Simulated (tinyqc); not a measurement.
Changing the gas velocity U: chemical vapour deposition: Grove model, boundary layer, depletion and step coverage. Computed by tinyqc, a small Python program. Command: `OMP_NUM_THREADS=1 python tinyqc.py 3006952 3006953 out.jsonl cvd sweep`. One thread of a shared host (Intel(R) Xeon(R) Processor @ 2.30GHz), about 0.01 s of CPU time with the checks.

A precursor diffuses to the surface and reacts there at first order; each molecule that reacts adds one formula unit of film.

Inputs (values chosen for the exercise, close to those used for silicon dioxide from an alkoxysilane): prefactor k0 of k_s = 2.1e+08 cm/s; activation energy E = 1.91 eV; temperature T = 710 C; total pressure p = 140 torr; mole fraction of the precursor Y = 0.0065; gas diffusivity D0 at 273.15 K and 760 torr = 0.51 cm^2/s; film density N = 2.2e+22 formula units/cm^3; precursor mass M = 208 u; kinematic viscosity nu0 at 273.15 K and 760 torr = 0.41 cm^2/s; susceptor length L = 32 cm; channel height b = 8.2 cm.

Reactor: horizontal, reduced pressure.

Constants: k_B = 1.380649e-23 J/K; u = 1.6605390666e-27 kg; k_B = 8.617333262e-05 eV/K.

Method:
- k_s = k0 exp(-E/(k_B T)); C_g = Y p/(k_B T), 1 torr = 133.322 Pa; D = D0 (T/273.15)^1.75 (760/p).
- Temperatures in kelvin are T(C) + 273.15.
- Mean speed c = sqrt(8 k_B T/(pi M)); reactive sticking probability beta = 4 k_s/c.
- nu = nu0 (T/273.15)^1.75 (760/p); Re = U L/nu; mean boundary layer delta = (2/3) L/sqrt(Re), at most b/2; h_g = D/delta.
- Fluxes in series: C_s = C_g/(1 + k_s/h_g); growth rate G = k_s h_g/(k_s + h_g) C_g/N; 1 cm/s = 6e8 nm/min.
- Plug flow: U b dC/dx = -k_eff C with k_eff = k_s h_g/(k_s + h_g), so C falls as exp(-k_eff x/(U b)); the used share of the precursor is 1 - C(L)/C(0).

One run for each value; columns: (1) gas velocity U (cm/s); (2) growth rate G at the inlet (nm/min); (3) rate at the outlet over rate at the inlet; (4) boundary layer delta (cm); (5) Reynolds number Re:
```
(1)      (2)     (3)    (4)    (5)
3.0    8.240  0.9570  4.100    4.6
5.5    8.240  0.9763  4.100    8.4
10.0   8.240  0.9869  4.100   15.3
18.0   8.240  0.9927  4.067   27.5
33.0   8.252  0.9960  3.004   50.4
60.0   8.260  0.9978  2.228   91.7
110.0  8.266  0.9988  1.645  168.1
200.0  8.271  0.9993  1.220  305.7
```

Describe and explain the trends.

Over the rows, growth rate G at the inlet (nm/min) rises from 8.24 to 8.27, flat over part of the range; rate at the outlet over rate at the inlet rises from 0.957 to 0.999 (exponent d ln y / d ln x 0.033 between the first rows and 9.0e-4 between the last); boundary layer delta (cm) falls from 4.10 to 1.22, flat over part of the range. The exponent of growth rate G at the inlet stays at 0: the rate does not feel the flow. Faster flow thins the boundary layer once it is below the cap and carries the gas past before it is depleted.

Caution (rows 3.00, 5.50, 10.0): the boundary layer is capped at b/2, so U, L and nu no longer affect h_g.
